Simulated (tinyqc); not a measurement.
UKS/exchange-only LDA in the sto-3g basis, for H4, spin multiplicity 3, step by step. One step of it, computed by the program tinyqc.

Question. Iteration 1: building the Kohn-Sham matrix. J_ij = sum D_kl (ij|kl) with D = D(alpha) + D(beta); F = H + J + V_xc; E = tr D H + tr D J / 2 + E_xc + E_nn.

D(alpha) at the start, order 1H 1s, 2H 1s, 3H 1s, 4H 1s:
$$\begin{pmatrix}
1.169870 & -0.570099 & 0.042015 & -0.042965 \\
-0.570099 & 1.018603 & -0.771136 & 0.042015 \\
0.042015 & -0.771136 & 1.018603 & -0.570099 \\
-0.042965 & 0.042015 & -0.570099 & 1.169870
\end{pmatrix}$$

D(beta) at the start, order 1H 1s, 2H 1s, 3H 1s, 4H 1s:
$$\begin{pmatrix}
0.477704 & -0.515089 & 0.515089 & -0.477704 \\
-0.515089 & 0.555399 & -0.555399 & 0.515089 \\
0.515089 & -0.555399 & 0.555399 & -0.515089 \\
-0.477704 & 0.515089 & -0.515089 & 0.477704
\end{pmatrix}$$

core Hamiltonian H = T + V (hartree), order 1H 1s, 2H 1s, 3H 1s, 4H 1s:
$$\begin{pmatrix}
-1.252697 & -0.687681 & -0.094502 & -0.008012 \\
-0.687681 & -1.504855 & -0.609183 & -0.094502 \\
-0.094502 & -0.609183 & -1.504855 & -0.687681 \\
-0.008012 & -0.094502 & -0.687681 & -1.252697
\end{pmatrix}$$

Two-electron integrals (ij|kl) in chemists' order, unique and non-zero (hartree):
```
(11|11) 0.774606   (21|11) 0.227124   (21|21) 0.091506   (22|11) 0.418150
(22|21) 0.227124   (22|22) 0.774606   (31|11) 0.019038   (31|21) 0.008803
(31|22) 0.026143   (31|31) 0.001048   (32|11) 0.093427   (32|21) 0.050538
(32|22) 0.182823   (32|31) 0.007420   (32|32) 0.062196   (33|11) 0.208990
(33|21) 0.107357   (33|22) 0.383611   (33|31) 0.019038   (33|32) 0.182823
(33|33) 0.774606   (41|11) 0.001013   (41|21) 0.000513   (41|22) 0.001699
(41|31) 0.000071   (41|32) 0.000568   (41|33) 0.001699   (41|41) 0.000005
(42|11) 0.010400   (42|21) 0.005395   (42|22) 0.019038   (42|31) 0.000846
(42|32) 0.007420   (42|33) 0.026143   (42|41) 0.000071   (42|42) 0.001048
(43|11) 0.065980   (43|21) 0.032077   (43|22) 0.107357   (43|31) 0.005395
(43|32) 0.050538   (43|33) 0.227124   (43|41) 0.000513   (43|42) 0.008803
(43|43) 0.091506   (44|11) 0.141870   (44|21) 0.065980   (44|22) 0.208990
(44|31) 0.010400   (44|32) 0.093427   (44|33) 0.418150   (44|41) 0.001013
(44|42) 0.019038   (44|43) 0.227124   (44|44) 0.774606
```

nuclear repulsion = 1.84000498 hartree

V_xc(alpha) (hartree), order 1H 1s, 2H 1s, 3H 1s, 4H 1s:
$$\begin{pmatrix}
-0.450824 & -0.142845 & -0.013957 & -0.000918 \\
-0.142845 & -0.403653 & -0.102698 & -0.013957 \\
-0.013957 & -0.102698 & -0.403653 & -0.142845 \\
-0.000918 & -0.013957 & -0.142845 & -0.450824
\end{pmatrix}$$

V_xc(beta) (hartree), order 1H 1s, 2H 1s, 3H 1s, 4H 1s:
$$\begin{pmatrix}
-0.300011 & -0.087718 & -0.008732 & -0.000578 \\
-0.087718 & -0.283902 & -0.070022 & -0.008732 \\
-0.008732 & -0.070022 & -0.283902 & -0.087718 \\
-0.000578 & -0.008732 & -0.087718 & -0.300011
\end{pmatrix}$$

E_xc = sum of w rho eps_xc = -1.31714136 hartree

Give: Coulomb J; F(alpha); F(beta); total energy of this density.

Answer.

Coulomb J (hartree), order 1H 1s, 2H 1s, 3H 1s, 4H 1s:
$$\begin{pmatrix}
1.6448 & 0.6224 & 0.0711 & 0.0051 \\
0.6224 & 1.6939 & 0.5149 & 0.0711 \\
0.0711 & 0.5149 & 1.6939 & 0.6224 \\
0.0051 & 0.0711 & 0.6224 & 1.6448
\end{pmatrix}$$

F(alpha) (hartree), order 1H 1s, 2H 1s, 3H 1s, 4H 1s:
$$\begin{pmatrix}
-0.0587 & -0.2082 & -0.0373 & -0.0038 \\
-0.2082 & -0.2146 & -0.1969 & -0.0373 \\
-0.0373 & -0.1969 & -0.2146 & -0.2082 \\
-0.0038 & -0.0373 & -0.2082 & -0.0587
\end{pmatrix}$$

F(beta) (hartree), order 1H 1s, 2H 1s, 3H 1s, 4H 1s:
$$\begin{pmatrix}
0.0921 & -0.1530 & -0.0321 & -0.0035 \\
-0.1530 & -0.0949 & -0.1643 & -0.0321 \\
-0.0321 & -0.1643 & -0.0949 & -0.1530 \\
-0.0035 & -0.0321 & -0.1530 & 0.0921
\end{pmatrix}$$

total energy of this density = -0.524379 hartree
